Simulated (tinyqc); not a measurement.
Via and link resistance from two via chains.

Question. A chain of 1000 vias joined by 1000 metal links has R = 1000 (Rv + Rlink), with Rlink proportional to the link length. Find Rv, Rlink for length L, and the value of Rv that the short chain would give if the links were ignored.

resistance of chains of 1000 links with link lengths L and 3 L (ohm): 58000  86000

Answer. R per link is a straight line in the link length; its intercept at zero length is Rv.

Rv = 44.0 ohm
Rlink = 14.0 ohm
Rv without correction = 58.0 ohm

tinyqc, about 0.01 s, one thread, Intel Xeon 2.30GHz (shared host): `OMP_NUM_THREADS=1 python tinyqc.py 2750189 2750190 out.jsonl`
